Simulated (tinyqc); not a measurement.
Which pair of peaks is best: composition and strain of an epitaxial Si(1-x)Ge(x) layer from Raman and X-ray peaks. Computed by tinyqc, a small Python program. Command: `OMP_NUM_THREADS=1 python tinyqc.py 3027115 3027116 out.jsonl epiraman walk`. One thread of a shared host (Intel(R) Xeon(R) Processor @ 2.30GHz), about 0.01 s of CPU time with the checks.

A (001) layer, biaxially strained in the plane. The Raman peaks follow empirical lines omega = w0 + c1 x + c3 x^3 + b eps (c3 for Si-Ge alone), with eps the in-plane strain.

Inputs (values chosen for the exercise, modelled on silicon-germanium):
```
quantity,value,unit
Ge fraction x,0.19,-
Si-Si: c1,-66.4,1/cm
Si-Si: strain coefficient b,-734,1/cm
Si-Ge: c1,24.5,1/cm
Si-Ge: c3,-31.4,1/cm
Si-Ge: strain coefficient b,-558,1/cm
Ge-Ge: c1,20.3,1/cm
Ge-Ge: strain coefficient b,-446,1/cm
uncertainty of a Raman peak,0.1,1/cm
```

Substrate: germanium.

Method. For each pair invert J = [d omega/dx, d omega/d eps] at the true x. Independent errors of the given size in both peaks give sigma_x and sigma_eps = uncertainty x (norm of the rows of the inverse of J).

Error propagation:
```
pair,det J,sigma_x,sigma_eps (per mille)
Si-Si and Si-Ge,52.538,0.0017550,0.13261
Si-Si and Ge-Ge,44.5146,0.0019294,0.15598
Si-Ge and Ge-Ge,1.9171,0.037262,1.5273
```

What does the comparison show, and why?

The pair Si-Si and Si-Ge fixes x best (sigma_x = 0.0018) and Si-Ge and Ge-Ge worst (0.037), a factor 21. Strain moves all peaks the same way, so a good pair needs different ratios of composition slope to strain coefficient, best of opposite sign; the slopes here are -66.4, 21.1 and 20.3 per cm for Si-Si, Si-Ge and Ge-Ge. Errors in the coefficients themselves are not counted.

Extremes, crossings and ranges named in words are read from the listed rows.
